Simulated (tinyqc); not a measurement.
Worked calculation: Hueckel theory of the pi electrons with the omega technique, for the molecule [CH2+]c1ccccc1 (SMILES; centres numbered as the heavy atoms are written). One step of it, computed by the program tinyqc.

Task: Omega technique, round 2. h_r = h_r(0) + omega q_r, omega = 1.4, with q_r = z_r - P_rr.

Hueckel matrix in units of beta (H = alpha + beta A):
```
          1C        2C        3C        4C        5C        6C        7C
1C  0.000000  1.000000  0.000000  0.000000  0.000000  0.000000  0.000000
2C  1.000000  0.000000  1.000000  0.000000  0.000000  0.000000  1.000000
3C  0.000000  1.000000  0.000000  1.000000  0.000000  0.000000  0.000000
4C  0.000000  0.000000  1.000000  0.000000  1.000000  0.000000  0.000000
5C  0.000000  0.000000  0.000000  1.000000  0.000000  1.000000  0.000000
6C  0.000000  0.000000  0.000000  0.000000  1.000000  0.000000  1.000000
7C  0.000000  1.000000  0.000000  0.000000  0.000000  1.000000  0.000000
```

charge and bond-order matrix P:
```
           1C         2C         3C         4C         5C         6C         7C
1C   0.830305   0.768882   0.298008  -0.167500  -0.382484  -0.167500   0.298008
2C   0.768882   0.811216   0.422577   0.049524  -0.105509   0.049524   0.422577
3C   0.298008   0.422577   0.873376   0.739803   0.230215  -0.255235  -0.226128
4C  -0.167500   0.049524   0.739803   0.906106   0.590077   0.005610  -0.255235
5C  -0.382484  -0.105509   0.230215   0.590077   0.799516   0.590077   0.230215
6C  -0.167500   0.049524  -0.255235   0.005610   0.590077   0.906106   0.739803
7C   0.298008   0.422577  -0.226128  -0.255235   0.230215   0.739803   0.873376
```

Centres:
```
centre  z_r, pi electrons of the neutral centre         h
1C                                            1  0.000000
2C                                            1  0.000000
3C                                            1  0.000000
4C                                            1  0.000000
5C                                            1  0.000000
6C                                            1  0.000000
7C                                            1  0.000000
```

Give: matrix after round 2.

Result:

matrix after round 2:
```
        1C      2C      3C      4C      5C      6C      7C
1C  0.2376  1.0000  0.0000  0.0000  0.0000  0.0000  0.0000
2C  1.0000  0.2643  1.0000  0.0000  0.0000  0.0000  1.0000
3C  0.0000  1.0000  0.1773  1.0000  0.0000  0.0000  0.0000
4C  0.0000  0.0000  1.0000  0.1315  1.0000  0.0000  0.0000
5C  0.0000  0.0000  0.0000  1.0000  0.2807  1.0000  0.0000
6C  0.0000  0.0000  0.0000  0.0000  1.0000  0.1315  1.0000
7C  0.0000  1.0000  0.0000  0.0000  0.0000  1.0000  0.1773
```
